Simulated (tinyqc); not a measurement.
Worked calculation: CCD on RHF in the sto-3g basis, frozen core, for BeH2, spin multiplicity 1. One step of it, computed by the program tinyqc.

Problem. CCD: starting amplitudes. t_ij^ab = <ij||ab> / (e_i + e_j - e_a - e_b), whose energy is MP2.

orbital energies (hartree): [-4.526015, -0.437241, -0.396160, 0.207808, 0.213616, 0.418877, 0.800665]

Two-electron integrals over orbitals (pq|rs), unique and non-zero (hartree); the lowest 1 orbital is frozen and left out:
```
(22|22) 0.386684    (32|32) 0.161339    (33|22) 0.398859    (33|33) 0.421868
(42|22) 0.010202    (42|33) 0.011005    (42|42) 0.048389    (43|32) 0.013781
(43|43) 0.015355    (44|22) 0.358642    (44|33) 0.345071    (44|42) -0.027567
(44|44) 0.453396    (52|52) 0.048179    (53|53) 0.013491    (54|52) -0.009646
(54|54) 0.025832    (55|22) 0.360967    (55|33) 0.345625    (55|42) -0.009590
(55|44) 0.400175    (55|55) 0.449859    (62|22) -0.017531   (62|33) -0.042197
(62|42) -0.004075   (62|44) 0.053872    (62|55) 0.059764    (62|62) 0.079988
(63|32) -0.091836   (63|43) -0.011421   (63|63) 0.083165    (64|22) 0.003052
(64|33) -0.003657   (64|42) 0.039203    (64|44) -0.003613   (64|55) 0.007317
(64|62) 0.022097    (64|64) 0.044073    (65|52) 0.046039    (65|54) -0.006315
(65|65) 0.048799    (66|22) 0.389255    (66|33) 0.398400    (66|42) 0.026120
(66|44) 0.353952    (66|55) 0.361475    (66|62) -0.024126   (66|64) 0.015672
(66|66) 0.412187    (72|32) -0.041692   (72|43) -0.012135   (72|63) 0.060691
(72|72) 0.056758    (73|22) -0.002834   (73|33) -0.019074   (73|42) -0.017146
(73|44) 0.064451    (73|55) 0.064942    (73|62) 0.073906    (73|64) 0.009905
(73|66) -0.022878   (73|73) 0.085047    (74|32) -0.028639   (74|43) 0.011113
(74|63) 0.017281    (74|72) 0.004810    (74|74) 0.022293    (75|53) 0.013475
(75|75) 0.016743    (76|32) 0.137925    (76|43) 0.015228    (76|63) -0.090334
(76|72) -0.051152   (76|74) -0.024242   (76|76) 0.132947    (77|22) 0.412583
(77|33) 0.430149    (77|42) 0.002278    (77|44) 0.385330    (77|55) 0.383753
(77|62) -0.026505   (77|64) -0.006317   (77|66) 0.421001    (77|73) -0.002340
(77|77) 0.469084
```

Give: Starting amplitudes; correlation energy.

Solution.

Starting amplitudes (spin orbitals 1a, 1b, ...; amplitudes related by a flip of all spins are not repeated):
```
from      to        t
3a 3b  6a 6b  -0.0510
2a 2b  6a 6b  -0.0467
2a 2b  4a 4b  -0.0375
2a 2b  5a 5b  -0.0370
2a 3b  6a 7b  -0.0360
3a 3b  7a 7b  -0.0355
2a 3b  6b 7a   0.0296
2a 2b  7a 7b  -0.0229
3a 3b  4a 4b  -0.0127
3a 3b  5a 5b  -0.0111
2a 3b  4a 7b   0.0093
3a 3b  4a 6b   0.0080
2a 3b  4b 7a  -0.0066
2a 3a  6a 7a  -0.0064
2a 3a  4a 7a   0.0027
2a 2b  4a 6b   0.0027
```

correlation energy = -0.026037 hartree
